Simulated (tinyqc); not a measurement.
Thermal stress, cracking, delamination and buckling of a thin film; Griffith cracks and misfitting inclusions: one step, computed by the program tinyqc. Command: `OMP_NUM_THREADS=1 python tinyqc.py 3003353 3003354 out.jsonl filmcrack walk`. One thread of a shared host (Intel(R) Xeon(R) Processor @ 2.30GHz), about 0.01 s of CPU time with the checks.

Isotropic linear elasticity; the substrate is much thicker than the film; stress is positive in tension.

Task: Griffith crack in the substrate. Through crack of length 2a in plane strain: K_Ic = sqrt(2 gamma_s E_s/(1 - nu_s^2)); fracture stress = K_Ic/sqrt(pi a). An edge crack of depth a has K larger by 1.1215.

Inputs (values chosen for the exercise, modelled on a silicon dioxide film on silicon): substrate Young's modulus E_s = 165 GPa; substrate Poisson ratio nu_s = 0.25; flaw half length a = 2.7 micrometre; substrate surface energy gamma_s = 1.6 J/m^2.

Give: toughness K_Ic; fracture stress, inner crack; fracture stress, edge crack.

Result:

toughness K_Ic = 0.7505 MPa m^0.5

fracture stress, inner crack = 257.7 MPa

fracture stress, edge crack = 229.8 MPa

The inner crack lowers the strength to 1.6 % of the ideal E_s/10.
